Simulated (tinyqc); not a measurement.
Arrhenius plot: admittance spectroscopy and thermally stimulated current of one trap level in a depletion layer. Computed by tinyqc, a small Python program. Command: `OMP_NUM_THREADS=1 python tinyqc.py 3114168 3114169 out.jsonl admit walk`. One thread of a shared host (Intel(R) Xeon(R) Processor @ 2.30GHz), about 0.01 s of CPU time with the checks.

A Schottky junction on n-type material holds one donor-like electron trap; shallow donors are fully ionised and abrupt depletion edges are assumed.

Inputs (values chosen for the exercise, modelled on n-type silicon):
```
quantity                         value    unit
density-of-states mass m          1.07     m_0
shallow doping N               5.7e+16  1/cm^3
trap depth E_t below the band    0.484      eV
capture cross section sigma    2.2e-16    cm^2
test frequency f                  2000      Hz
```

Constants: k_B = 1.380649e-23 J/K; m_0 = 9.1093837015e-31 kg; h = 6.62607015e-34 J s; k_B = 8.617333262e-05 eV/K.

Method:
- N_c = 2 (2 pi m k_B T/h^2)^(3/2), v_th = sqrt(3 k_B T/m), emission rate e_n = sigma v_th N_c exp(-E_t/(k_B T)).
- Where the level crosses the Fermi level capture equals emission, so the trap follows the signal with the rate 2 e_n; G/omega peaks at omega = 2 e_n (the correction for large N_t/N is left out).
- Solve 2 e_n(T_p) = 2 pi f.
- T_p for 0.1, 0.3, 1, 3 and 10 f; least-squares lines of ln(e_n/T^2) and of ln(e_n) against 1/(k_B T), e_n = pi f; sigma = exp(intercept)/(v_th N_c/T^2).

peak temperature T_p = 341.057 K

Peaks:
```
f (Hz)  T_p (K)  1/(k_B T) (1/eV)  ln(e_n/T^2)  ln(e_n)
200      303.04            38.294      -4.9847    6.443
600      320.12            36.251      -3.9957    7.542
2000     341.06            34.025      -2.9185    8.746
6000     362.55            32.008      -1.9421    9.844
20000    389.23            29.814      -0.8801   11.048
```

depth from e_n/T^2 = 0.484 eV

cross section from the intercept = 2.20e-16 cm^2

depth without the T^2 = 0.54297 eV

Leaving out T^2 adds 59 meV, near 2 k_B T_p = 59 meV.

Extremes, crossings and ranges named in words are read from the listed rows.
